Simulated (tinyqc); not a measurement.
Tersoff bond-order potential: one step, computed by the program tinyqc.

E = (1/2) sum_(i, j != i) [A exp(-lambda r_ij) - b_ij B exp(-mu r_ij)], b_ij = (1 + (beta zeta_ij)^n)^(-1/(2n)), zeta_ij = sum_(k != i, j) g(theta_ijk), g = 1 + c^2/d^2 - c^2/(d^2 + (h - cos theta)^2), with theta at atom i. Only nearest neighbours count (cut-off function 1 for them, 0 beyond).

Task: An open trimer. Atom 1 binds atoms 2 and 3, which do not interact. b_12 = b_13 follow from zeta = g(theta); b_21 = b_31 = 1. E = sum over the two bonds of A exp(-lambda r) - (b + 1)/2 B exp(-mu r).

Inputs (values chosen for the exercise, modelled on carbon):
```
quantity,value,unit
A,1408.1,eV
B,339.89,eV
lambda,3.4879,1/angstrom
mu,2.2119,1/angstrom
beta,1.65e-07,-
n,0.7229,-
c,38510,-
d,4.349,-
h,-0.578,-
bond length r_12,1.47,angstrom
bond length r_13,1.48,angstrom
angle theta at atom 1,164,degrees
```

Give: g(theta); bond order b_12; repulsive terms; attractive terms B exp(-mu r); energy of the trimer.

Result:

g(theta) = 6.043e+05

bond order b_12 = 0.8872

repulsive terms (eV): [8.354, 8.068]

attractive terms B exp(-mu r) (eV): [13.16, 12.87]

energy of the trimer = -8.141 eV

g is least (g = 1) at cos theta = h, 125.3 degrees, wider than the tetrahedral 109.47.
